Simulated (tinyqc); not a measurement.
Inside a calculation. Model: molecular dynamics of a small cluster by velocity Verlet steps. Computed by tinyqc, a small Python program that keeps every step. Command: `OMP_NUM_THREADS=1 python tinyqc.py 3021564 3021565 out.jsonl verlet walk`. One thread of a shared host (Intel(R) Xeon(R) Processor @ 2.30GHz), about 0.3 s of CPU time with the checks. Intermediate numbers are printed to about 7 digits and carried at full precision; extremes and crossings named in words are read from the listed rows.

E = sum_i {sum_j A exp(-p (r_ij/r0 - 1)) - xi sqrt(rho_i)}, rho_i = sum_j exp(-2 q (r_ij/r0 - 1)); the force on i is -sum_j w_ij (R_i - R_j)/r_ij with w_ij = -(2p/r0) A exp(-p (r_ij/r0 - 1)) + (xi q/r0) exp(-2 q (r_ij/r0 - 1)) (rho_i^(-1/2) + rho_j^(-1/2)).

Inputs (values chosen for the exercise, for model atoms):

| quantity | value | unit |
|---|---|---|
| length r0 | 2.88 | angstrom |
| repulsion A | 0.19 | eV |
| hopping xi | 2.3 | eV |
| decay p | 10.3 | - |
| decay q | 2.95 | - |
| atomic mass M | 168 | u |
| time step dt | 1.9 | fs |
| steps | 300 | - |

Potential: Gupta. Thermostat: none.

starting positions (angstrom):
```
            x     y      z
atom 1   0.06  0.02  -0.01
atom 2   2.71     0  -0.01
atom 3    2.7  2.63   0.02
atom 4  -0.07   2.7  -0.08
atom 5    1.3  1.32   1.87
atom 6   1.34   1.3  -1.88
```

starting velocities (angstrom/fs):
```
               x         y         z
atom 1    0.0003    -7e-05   0.00033
atom 2   0.00062  -0.00097   0.00095
atom 3    -4e-05  -0.00014  -0.00167
atom 4  -0.00171   0.00014   0.00055
atom 5     0.001   0.00205  -0.00046
atom 6  -0.00017  -0.00101    0.0003
```

Constants: 1 eV/(angstrom u) = 9.648533212e-03 angstrom/fs^2; k_B = 8.617333262e-05 eV/K.

## State at the start

Velocity Verlet: a = c F/M with c = 9.648533212e-3 angstrom/fs^2 per eV/(angstrom u); R(new) = R + v dt + a dt^2/2; v(new) = v + (a + a(new)) dt/2. Kinetic energy K = M v^2/(2c); temperature T = 2K/((3N - 3) k_B), rotation of the cluster included.

forces (eV/angstrom):
```
                 x           y           z
atom 1  -0.3921964  -0.1510057   0.0099559
atom 2   0.0019044  -0.0320811   0.1255105
atom 3  -0.6588771  -0.0368112  -0.0686187
atom 4   0.8185997  -0.4861610   0.2086577
atom 5   0.0776566   0.3484541  -0.2825570
atom 6   0.1529127   0.3576049   0.0070515
```

potential energy = -24.87756 eV

kinetic energy = 0.1309467 eV

temperature = 202.6098 K

## Step 1

The formulas are those given above.

positions after step 1 (angstrom):
```
                x          y          z
atom 1   0.060529   0.019851  -0.009372
atom 2   2.711178  -0.001846  -0.008182
atom 3   2.699856   2.629730   0.016820
atom 4  -0.073164   2.700216  -0.078933
atom 5   1.301908   1.323931   1.869097
atom 6   1.339693   1.298118  -1.879429
```

new forces (eV/angstrom):
```
                 x           y           z
atom 1  -0.3849130  -0.1440811   0.0229343
atom 2  -0.0098182  -0.0157876   0.1215352
atom 3  -0.6606945  -0.0408161  -0.0685406
atom 4   0.8347189  -0.4974125   0.1987592
atom 5   0.0699867   0.3373607  -0.2892532
atom 6   0.1507202   0.3607366   0.0145651
```

velocities after step 1 (angstrom/fs):
```
                   x             y             z
atom 1   0.000257601  -0.000086100   0.000331794
atom 2   0.000619568  -0.000972612   0.000963479
atom 3  -0.000111996  -0.000144235  -0.001677483
atom 4  -0.001619795   0.000086336   0.000572229
atom 5   0.001008055   0.002087418  -0.000491198
atom 6  -0.000153434  -0.000970807   0.000301179
```

total energy = -24.74661 eV

## Step 2

The formulas are those given above.

positions after step 2 (angstrom):
```
                x          y          z
atom 1   0.060979   0.019673  -0.008739
atom 2   2.712354  -0.003696  -0.006339
atom 3   2.699574   2.629452   0.013626
atom 4  -0.076155   2.700328  -0.077826
atom 5   1.303831   1.327932   1.868133
atom 6   1.339417   1.296311  -1.878856
```

new forces (eV/angstrom):
```
                 x           y           z
atom 1  -0.3767230  -0.1372821   0.0355802
atom 2  -0.0220178   0.0002998   0.1173505
atom 3  -0.6603497  -0.0437069  -0.0684921
atom 4   0.8486417  -0.5070728   0.1888886
atom 5   0.0620717   0.3252577  -0.2946281
atom 6   0.1483772   0.3625043   0.0213010
```

velocities after step 2 (angstrom/fs):
```
                   x             y             z
atom 1   0.000216046  -0.000101451   0.000334987
atom 2   0.000617831  -0.000973457   0.000976512
atom 3  -0.000184072  -0.000148847  -0.001684960
atom 4  -0.001527950   0.000031531   0.000593379
atom 5   0.001015261   0.002123571  -0.000523055
atom 6  -0.000137115  -0.000931347   0.000303136
```

total energy = -24.74661 eV

## Fastest vibration

Relax the cluster, diagonalise the Hessian (central differences): omega_max = sqrt(c lambda_max/M). Verlet steps are stable for omega_max dt < 2.

omega_max = 0.04205550 1/fs

shortest period = 149.4022 fs

omega_max dt = 0.07990546

The step is 1/78.6 of the shortest period.

## The trajectory

Spread = largest minus smallest value. The test of the step is the spread (largest minus smallest) of the total energy over the run without thermostat, against the spread of K; the step passes below 5 %. The mean T is over the second half.

Course of the run (evenly spaced rows):

| step | t (fs) | U (eV) | K (eV) | U + K (eV) | T (K) |
|---|---|---|---|---|---|
| 0 | 0.0 | -24.87756 | 0.1309467 | -24.74661 | 202.6098 |
| 21 | 39.9 | -24.89584 | 0.1491951 | -24.74664 | 230.8450 |
| 42 | 79.8 | -24.86634 | 0.1197230 | -24.74662 | 185.2438 |
| 63 | 119.7 | -24.89320 | 0.1465609 | -24.74664 | 226.7691 |
| 84 | 159.6 | -24.89990 | 0.1532695 | -24.74663 | 237.1492 |
| 105 | 199.5 | -24.88059 | 0.1339659 | -24.74663 | 207.2812 |
| 126 | 239.4 | -24.88204 | 0.1354061 | -24.74664 | 209.5097 |
| 147 | 279.3 | -24.86188 | 0.1152567 | -24.74662 | 178.3332 |
| 168 | 319.2 | -24.87911 | 0.1324879 | -24.74663 | 204.9945 |
| 189 | 359.1 | -24.90554 | 0.1588962 | -24.74664 | 245.8552 |
| 210 | 399.0 | -24.89172 | 0.1450894 | -24.74663 | 224.4924 |
| 231 | 438.9 | -24.87551 | 0.1288773 | -24.74663 | 199.4079 |
| 252 | 478.8 | -24.87858 | 0.1319499 | -24.74663 | 204.1620 |
| 273 | 518.7 | -24.88398 | 0.1373480 | -24.74663 | 212.5144 |
| 294 | 558.6 | -24.90179 | 0.1551435 | -24.74664 | 240.0487 |

spread of the total energy = 5.698469e-05 eV

spread of the total over spread of K = 0.001042119

mean temperature = 215.2144 K

The total energy keeps within 0.10 % of the swings of K, so the step passes.

## Energy conservation against the time step

Runs without thermostat over the same span of time, steps x dt; spread = largest minus smallest value. For contrast, the energy gained over the first 30 dt (dt of the inputs) by explicit Euler steps: R(new) = R + v dt, v(new) = v + a dt.

Energy error (eV):

| dt (fs) | omega_max dt | Verlet, spread of U + K | Euler, gain in U + K |
|---|---|---|---|
| 0.2375 | 0.0099882 | 8.893056e-07 | 0.00110120 |
| 0.4750 | 0.0199764 | 3.557321e-06 | 0.00221336 |
| 0.9500 | 0.0399527 | 1.423165e-05 | 0.00447044 |
| 1.9000 | 0.0799055 | 5.698469e-05 | 0.00911397 |
| 3.8000 | 0.1598109 | 2.279526e-04 | 0.01889944 |
| 5.7000 | 0.2397164 | 5.149783e-04 | 0.02929582 |

The Verlet error grows as dt^2.00 between the first rows, the second order of the method. Euler steps gain energy steadily: over that short span the gain in the first row is already 1200 times the Verlet spread of the whole run, and it grows as dt^1.01, tending to the first order of that method as dt shrinks.

Checks made by the program: time reversal over 50 steps (relative difference below 1e-10).
